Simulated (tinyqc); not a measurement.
What moves the results: defect, radiative and Auger recombination at equal electron and hole densities (ABC model). A value that a table varies takes the place of the one given here.

J/(e d) = Ae n + B n^2 + C n^3 with Ae = A + 4 S/w (four side walls, carriers spread evenly), e = 1.602176634e-19 C, lengths in cm; internal efficiency IQE = B n^2/(Ae n + B n^2 + C n^3); all injected carriers recombine in the layer.

Parameters, chosen for this exercise (orders of magnitude like those quoted for Si; the results hold for these values, not for the real material):
- A = 2100 1/s (defect rate)
- B = 4.3e-15 cm^3/s (radiative coefficient)
- C = 4.2e-30 cm^6/s (Auger coefficient)
- S = 0 cm/s (recombination velocity of the side walls)
- w = 4800 micrometre (side of the square mesa)
- d = 230000 nm (active thickness)
- S2 = 0.46 cm/s (recombination velocity of the side walls in this comparison)
- J = 0.015 A/cm^2 (current density)

## Efficiency against current

The slope is d ln(B n^2)/d ln J = 2 (Ae + B n + C n^2)/(Ae + 2 B n + 3 C n^2).

Results:

| J (A/cm^2) | n (1/cm^3) | IQE | slope | differential lifetime (ns) |
|---|---|---|---|---|
| 0.00040 | 5.17e+13 | 0.000106 | 2.000 | 4.76e+05 |
| 0.0010 | 1.29e+14 | 0.000264 | 1.999 | 4.76e+05 |
| 0.0050 | 6.45e+14 | 0.00132 | 1.994 | 4.74e+05 |
| 0.020 | 2.54e+15 | 0.00511 | 1.941 | 4.54e+05 |
| 0.090 | 9.65e+15 | 0.0164 | 1.509 | 2.98e+05 |
| 0.40 | 2.37e+16 | 0.0223 | 0.971 | 1.06e+05 |
| 1.0 | 3.57e+16 | 0.0202 | 0.824 | 5.42e+04 |
| 5.0 | 6.59e+16 | 0.0137 | 0.719 | 1.74e+04 |
| 20 | 1.07e+17 | 0.00908 | 0.688 | 6.78e+03 |
| 90 | 1.79e+17 | 0.00561 | 0.675 | 2.47e+03 |

IQE peaks at 0.0224 for J = 0.354 A/cm^2, where the slope passes 1. It is 0.000106 at the lowest current and 0.00561 at the highest, a droop of 75 %. The slope runs from 2.00 to 0.67; its limits are 2 (defects alone), 1 (radiation alone) and 2/3 (Auger alone).

## Shrinking the mesa

S = S2; w takes the values listed.

Results:

| w (micrometre) | Ae (1/s) | IQE_max | J at the peak (A/cm^2) | IQE at J |
|---|---|---|---|---|
| 200 | 2.19e+03 | 0.0219 | 0.377 | 0.00357 |
| 100 | 2.28e+03 | 0.0215 | 0.401 | 0.00330 |
| 50 | 2.47e+03 | 0.0207 | 0.450 | 0.00283 |
| 20 | 3.02e+03 | 0.0187 | 0.608 | 0.00190 |
| 10 | 3.94e+03 | 0.0164 | 0.904 | 0.00112 |
| 5 | 5.78e+03 | 0.0136 | 1.60 | 0.000523 |
| 2 | 1.13e+04 | 0.00977 | 4.36 | 0.000137 |
| 1 | 2.05e+04 | 0.00727 | 10.6 | 4.16e-05 |

The walls equal the bulk defect rate at w = 4 S/A = 8.76 micrometre. From 200 to 1 micrometre the peak efficiency falls from 0.0219 to 0.00727 and moves to a current 28.2 times higher; at the fixed J the efficiency goes from 0.00357 to 4.16e-05. For large w diffusion to the walls, left out here, would limit the loss. Rows with w below the thickness of the layer describe needles rather than mesas and are formal.

## Spreading the carriers over a thicker layer

d is multiplied by the factor listed, at the same J.

Results:

| factor | n (1/cm^3) | defect | radiative | Auger |
|---|---|---|---|---|
| 0.10 | 1.38e+16 | 0.710 | 0.0200 | 0.269 |
| 0.20 | 8.37e+15 | 0.864 | 0.0148 | 0.121 |
| 0.50 | 3.74e+15 | 0.966 | 0.00740 | 0.0271 |
| 1.0 | 1.92e+15 | 0.989 | 0.00388 | 0.00727 |
| 2.0 | 9.65e+14 | 0.996 | 0.00197 | 0.00186 |
| 5.0 | 3.87e+14 | 0.999 | 0.000792 | 0.000300 |
| 10 | 1.94e+14 | 1.00 | 0.000397 | 7.50e-05 |
| 20 | 9.69e+13 | 1.00 | 0.000198 | 1.88e-05 |

The best factor listed is 0.1 (IQE 0.0200); the optimum factor equals J/J_peak = 0.0424, a layer of 9.75e+03 nm, since only J/d matters and the peak value 0.0224 does not depend on d. A thicker layer trades Auger loss (0.269 to 1.88e-05) for defect loss (0.71 to 1).

## What moves the efficiency

IQE_max = Q/(Q + 2) with Q = B/sqrt(Ae C), reached at n = sqrt(Ae/C). Each row changes one parameter from the base and keeps the others.

Results:

| case | n (1/cm^3) | IQE | IQE_max | J at the peak (A/cm^2) |
|---|---|---|---|---|
| base | 1.917e+15 | 0.003881 | 0.02238 | 0.354 |
| A = 4200 1/s | 9.673e+14 | 0.0009884 | 0.01593 | 0.995 |
| B = 6.45e-15 cm^3/s | 1.913e+15 | 0.005799 | 0.03320 | 0.358 |
| C = 8.4e-30 cm^6/s | 1.903e+15 | 0.003827 | 0.01593 | 0.249 |
| d = 460000 nm | 9.655e+14 | 0.001969 | 0.02238 | 0.708 |
| J = 0.045 A/cm^2 | 5.434e+15 | 0.01040 | 0.02238 | 0.354 |

The largest shifts from the base row, up to three for each result and ties (the steps differ in size, so this ranks the rows, not the parameters). n (1/cm^3): J +3.52e+15, d -9.51e+14, A -9.49e+14. IQE: J +0.00652, A -0.00289, B +0.00192. IQE_max: B +0.0108, A -0.00645, C -0.00645; unchanged at the printed digits by d and J. J at the peak (A/cm^2): A +0.641, d +0.354, C -0.105; unchanged at the printed digits by J.

Computed by tinyqc, a small Python program: `OMP_NUM_THREADS=1 python tinyqc.py 1650961 1650962 out.jsonl` (the numbers bound the seed that draws the inputs); one thread of a shared host (Intel(R) Xeon(R) Processor @ 2.30GHz), about 0.01 s for the whole set of steps.
